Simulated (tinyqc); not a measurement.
# Global model of a low-pressure process discharge: electron temperature, density, ion flux and ion energy, step by step

A worked calculation. Computed by tinyqc, a small Python program that keeps every step. Command: `OMP_NUM_THREADS=1 python tinyqc.py 3110849 3110850 out.jsonl plasma walk`. One thread of a shared host (Intel(R) Xeon(R) Processor @ 2.30GHz), about 0.01 s of CPU time with the checks. Intermediate numbers are printed to about 5 digits and carried at full precision; extremes and crossings named in words are read from the listed rows.

Maxwellian electrons with temperature T_e in eV, one positive ion, no negative ions, uniform bulk density n; rate constants have the Arrhenius form.

Inputs (values chosen for the exercise, of the order of those of an inductive discharge in a simple atomic gas): ion mass M = 35.5 u; ionisation prefactor K0 = 2.2e-14 m^3/s; ionisation energy E_iz = 13.9 eV; excitation prefactor X0 = 1e-14 m^3/s; excitation energy E_ex = 11 eV; elastic rate constant K_el = 1e-13 m^3/s; ion-neutral cross section = 7e-19 m^2; pressure p = 0.86 Pa; gas temperature T_g = 600 K; radius R = 17 cm; height L = 19 cm; absorbed power P = 610 W; bias power P_b = 11 W; radius of the biased electrode = 5 cm; bias frequency = 2 MHz; mixing = 0.4.

Constants: k_B = 1.380649e-23 J/K; e = 1.602176634e-19 C; u = 1.6605390666e-27 kg; m_0 = 9.1093837015e-31 kg; eps_0 = 8.8541878128e-12 F/m.

## Geometry factors

n_g = p/(k_B T_g); lambda_i = 1/(n_g sigma); h_L = 0.86/sqrt(3 + L/(2 lambda_i)), h_R = 0.8/sqrt(4 + R/lambda_i); A_eff = 2 pi R^2 h_L + 2 pi R L h_R; d_eff = pi R^2 L/A_eff.

gas density n_g = 1.0382e+20 1/m^3

ion mean free path = 1.3761 cm

h_L = 0.27327

h_R = 0.19782

A_eff = 897.70 cm^2

d_eff = 19.216 cm

## A fixed-point cycle for T_e

Particle balance: K0 exp(-E_iz/T_e) n_g d_eff = u_B, u_B = sqrt(e T_e/M). Cycle: T_out = T sqrt(loss/creation) with loss/creation = u_B/(K0 exp(-E_iz/T) n_g d_eff); T -> T + mixing (T_out - T), kept between 0.3 and 60 eV, from 3 eV; stop at |T_out - T| < 1e-9 eV or after 60 steps.

Course:
```
step  T (eV)  T_out (eV)  residual (eV)
0     3.0000      2.4541    -5.4588e-01
1     2.7816      2.6782    -1.0341e-01
2     2.7403      2.7296    -1.0708e-02
3     2.7360      2.7351    -9.1883e-04
4     2.7356      2.7356    -7.7131e-05
5     2.7356      2.7356    -6.4624e-06
6     2.7356      2.7356    -5.4137e-07
7     2.7356      2.7356    -4.5350e-08
8     2.7356      2.7356    -3.7990e-09
9     2.7356      2.7356    -3.1825e-10
```

last residual = 3.1825e-10 eV

Converged in 10 steps.

## Electron temperature

Root found by bracketing.

T_e = 2.7356 eV

Bohm velocity u_B = 2726.7 m/s

K_iz = 1.3668e-16 m^3/s

## Energy per pair and density

E_c = E_iz + (X0 exp(-E_ex/T_e) E_ex + K_el (3 m_0/M) T_e)/K_iz; wall potential V_s = (T_e/2) ln(M/(2 pi m_0)); E_T = E_c + 2 T_e + T_e/2 + V_s; n = P/(e u_B A_eff E_T); ion current density J = e h_L n u_B; ionised share n/n_g.

collisional loss per pair E_c = 28.426 eV

wall potential V_s = 12.638 V

E_T = 47.903 eV

plasma density n = 3.2470e+11 1/cm^3

ion current density J = 3.8764 mA/cm^2

ionised share = 0.0031276

Collisions take 59 % of the power and the walls the rest. T_e came from the particle balance alone; the power sets only n.

## Biased electrode

All bias power goes to ions: V_b = P_b/(J pi r^2). Debye length at the sheath edge lambda_D = sqrt(eps_0 T_e/(e h_L n)); Child-law sheath s = (sqrt2/3) lambda_D (2 V/T_e)^(3/4), V = V_b + V_s; ion transit time tau_i = 3 s sqrt(M/(2 e V)); collisions in the sheath s/lambda_i.

bias voltage V_b = 36.130 V

lambda_D = 41.277 micrometre

sheath width s = 0.28391 mm

ion transit time = 52.313 ns

transit time over bias period = 0.10463

s/lambda_i = 0.020632

Ions cross within a small part of a period and sample the instantaneous voltage: a broad, two-peaked energy distribution. The sheath is nearly free of collisions.

## Pressure series at fixed power

n_g = p/(k_B T_g), lambda_i = 1/(n_g sigma), K_iz = K0 exp(-E_iz/T_e), h_L = 0.86/sqrt(3 + L/(2 lambda_i)), h_R = 0.8/sqrt(4 + R/lambda_i), A_eff = 2 pi R^2 h_L + 2 pi R L h_R and d_eff = pi R^2 L/A_eff follow p. E_c = E_iz + (X0 exp(-E_ex/T_e) E_ex + K_el (3 m_0/M) T_e)/K_iz; E_T = E_c + (5/2) T_e + (T_e/2) ln(M/(2 pi m_0)); n = P/(e u_B A_eff E_T); J = e h_L n u_B. Pressures without a root below 2 E_iz are left out.

Against pressure:
```
p (Pa)  T_e (eV)  E_c (eV)  E_T (eV)  n (1/cm^3)  J (mA/cm^2)
0.1       7.1825    21.398    72.536  7.9351e+10       2.4772
0.2       4.7217    23.160    56.778  1.3897e+11       3.1963
0.5       3.2540    26.139    49.308  2.4149e+11       3.7364
1.0       2.6179    29.149    47.789  3.5175e+11       3.8931
2.0       2.1806    33.073    48.599  5.0162e+11       3.8546
5.0       1.7808    40.303    52.981  7.7000e+11       3.5538
10.0      1.5627    48.285    59.411  1.0204e+12       3.1752
20.0      1.3922    60.406    70.318  1.2813e+12       2.6854
```

T_e falls from 7.18 to 1.39 eV, n changes by a factor 16.1 and J by 1.08; in J = P h_L/(A_eff E_T), E_T changes by a factor 0.97 and is least at 1 Pa, between wall losses at high T_e and excitation losses at low T_e.

Checks made by the program: cycle against bracketing (relative difference below 1e-10).
